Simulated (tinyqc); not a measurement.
Drifting, spreading and decaying minority pulse (Haynes-Shockley), Crank-Nicolson time steps: one step of the calculation.

Low injection in a uniform field: dn/dt = D d2n/dx2 - v dn/dx - n/tau with D = mu Vt and v = mu F towards +x. Exact solution on an infinite bar for a Gaussian start at x0: n = N0 exp(-t/tau) exp(-(x - x0 - v t)^2/(2 s^2))/sqrt(2 pi s^2), s^2 = s0^2 + 2 D t.

Problem. Coefficients of the scheme. Exponentially fitted fluxes: d = F hx/Vt, B(d) = d/(exp(d) - 1), k = D dt/hx^2; (L n)_i = a n_(i-1) + b n_i + c n_(i+1) with a = k B(-d), c = k B(d), b = -a - c - dt/tau. Explicit steps keep n positive for dt up to 1/[(D/hx^2)(B(d) + B(-d)) + 1/tau].

Inputs (values chosen for the exercise); mobility close to that of indium phosphide at room temperature:
- T = 300 K (temperature)
- mu = 201 cm^2/(V s) (minority-carrier mobility)
- F = 5.6 V/cm (sweep field along the drift)
- hx = 130 um (mesh step)
- tau = 0.00017 s (lifetime)
- dt = 6.8e-6 s (time step)

Constants: q = 1.602176634e-19 C, kB = 1.380649e-23 J/K, Vt = kB T/q. Results are converted to the units shown.

Find: D; v; d; a; b; c; positivity limit of dt.

Solution.

D = 5.1963 cm^2/s
v = 1125.6 cm/s
d = 2.8160
a = 0.62625
b = -0.70373
c = 0.037477
positivity limit of dt = 9.6628e-6 s

Numbers from tinyqc (`OMP_NUM_THREADS=1 python tinyqc.py 2310039 2310040 out.jsonl`; about 0.01 s on one thread of a shared Intel Xeon 2.30GHz).
